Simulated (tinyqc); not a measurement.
## Gate voltage for a wanted density

Question. A HEMT has a barrier of thickness d, permittivity eb and off voltage Voff; energies are counted from the channel band edge at the interface. F = q (eta ns + Nb)/(eps0 ec) in eV/nm; E_k = a_k (C F^2/me)^(1/3), a_0 = 2.338107, a_1 = 4.087949, C = hbar^2/(2 m0); D = me m0 q/(pi hbar^2); ns = D Vt [ln(1 + exp((EF - E_0)/Vt)) + ln(1 + exp((EF - E_1)/Vt))], which gives EF = E_0 + Vt ln{2 s/[(1 + u) + sqrt((1 + u)^2 + 4 u s)]} with s = exp(ns/(D Vt)) - 1, u = exp((E_0 - E_1)/Vt). Charge control: ns + Nb = eps0 eb (Vg - Voff - EF)/(q d). Find E_0, E_1, EF and the Vg that gives this ns.

Values chosen for this exercise; material values close to those of AlGaN on GaN:
```
symbol,value,unit,meaning
T,300,K,temperature
d,11,nm,barrier thickness
me,0.21,m0,electron mass in the channel
ec,9.32,,relative permittivity of the channel
eta,0.75,,share of ns that counts in the confining field
Nb,0,cm^-2,depletion charge of the buffer
```

Constants: q = 1.602176634e-19 C, kB = 1.380649e-23 J/K, hbar = 1.054571817e-34 J s, m0 = 9.1093837015e-31 kg, Vt = kB T/q, eps0 = 8.8541878128e-14 F/cm where lengths are in cm, hbar^2/(2 m0) = 0.0380998212 eV nm^2. Results are converted to the units shown.

ns = 2.68e12 cm^-2
eb = 9.21
Voff = -1.9015583 V

Solution. In this direction nothing needs iterating: ns fixes the field, the levels and EF, and the charge-control relation gives Vg.

E_0 = 0.152 eV
E_1 = 0.266 eV
EF = 0.172 eV
Vg = -1.15 V

tinyqc, about 0.01 s, one thread, Intel Xeon 2.30GHz (shared host): `OMP_NUM_THREADS=1 python tinyqc.py 2180091 2180092 out.jsonl`
